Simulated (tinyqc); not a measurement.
Free and trapped electrons in a MOS channel with a dense trap tail: one step of the calculation.

p-type body, charge-sheet picture, full ionisation (an idealisation for deep acceptors), Boltzmann statistics for free electrons. e = Ec - EF at the surface. Acceptor-like traps of density D(E) = D0 + De exp(-E/Ew) at depth E below Ec, from 0 to Eu, hold n_t = integral of D(E)/(1 + exp((e - E)/Vt)). psi = Eg - Vt ln(Nv/Na) - e; N_dep = sqrt(2 eps0 eps_r Na (psi - Vt)/q); n_f = sqrt(N_dep^2 + 2 eps0 eps_r Vt Nc exp(-e/Vt)/q) - N_dep; Vg = Vfb + psi + q (N_dep + n_t + n_f)/Cox, Cox = eps0 eox/tox.

Question. Charges and gate voltage. psi, N_dep, n_f and Vg as defined, with the n_t given; free share n_f/(n_f + n_t); apparent mobility mf n_f/(n_f + n_t); gate voltage spent on traps q n_t/Cox.

Inputs (values chosen for the exercise); band and dielectric values close to those of 4H silicon carbide:
- T = 250 K (temperature)
- Eg = 3.32 eV (band gap)
- eps_r = 9.62 (relative permittivity)
- Nc = 1.29e19 cm^-3 (conduction-band density of states at T)
- Nv = 1.87e19 cm^-3 (valence-band density of states at T)
- eox = 3.9 (relative permittivity of the insulator)
- tox = 25 nm (insulator thickness)
- Na = 5e16 cm^-3 (acceptor density)
- Vfb = -2.72 V (flat-band voltage without trapped charge)
- mf = 78 cm^2/(V s) (mobility of free electrons)
- e = 0.068 eV (Ec - EF at the surface)

Constants: q = 1.602176634e-19 C, kB = 1.380649e-23 J/K, Vt = kB T/q, eps0 = 8.8541878128e-14 F/cm where lengths are in cm. Results are converted to the units shown.

n_t = 2.8013310e12 cm^-2

Wanted: psi; N_dep; n_f; Vg; free share; apparent mobility; gate voltage spent on traps.

Answer.

psi = 3.124 V
N_dep = 1.284e12 cm^-2
n_f = 4.808e10 cm^-2
Vg = 5.199 V
free share = 1.687 %
apparent mobility = 1.316 cm^2/(V s)
gate voltage spent on traps = 3.249 V

Computed by the program tinyqc: `OMP_NUM_THREADS=1 python tinyqc.py 2222164 2222165 out.jsonl`, one thread of a shared Intel Xeon 2.30GHz, about 0.02 s for the whole run.
